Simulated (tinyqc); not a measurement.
From results back to parameters: band folding and unfolding in a supercell of a chain. Two cases, with inputs chosen for the exercise.

Problem. A chain with hopping -t and site energies alternating +V, -V has E = -/+ sqrt(V^2 + 4 t^2 cos^2(ka)); the lower state has weight (1 + 2t cos(ka)/|E|)/2 on k and the rest on k + pi/a. The gap at ka = pi/2 and the full spread at k = 0 come from hidden t and V.

Case 1.

values (eV): gap 0.38000, spread at k = 0 3.14306

Case 2.

values (eV): gap 2.32000, spread at k = 0 8.06107

Find: V, t; weight of the lowest state on k = 0.

Solution. The gap is 2V and the spread 2 sqrt(V^2 + 4t^2).

Case 1.

V, t (eV): 0.190  0.780

weight of the lowest state on k = 0 = 0.9963

Case 2.

V, t (eV): 1.160  1.930

weight of the lowest state on k = 0 = 0.9788

Computed by tinyqc, one run a case: `OMP_NUM_THREADS=1 python tinyqc.py N N+1 out.jsonl` with N = 1481531, 1481595; one thread of a shared Intel(R) Xeon(R) Processor @ 2.30GHz, about 0.01 s a run at most.
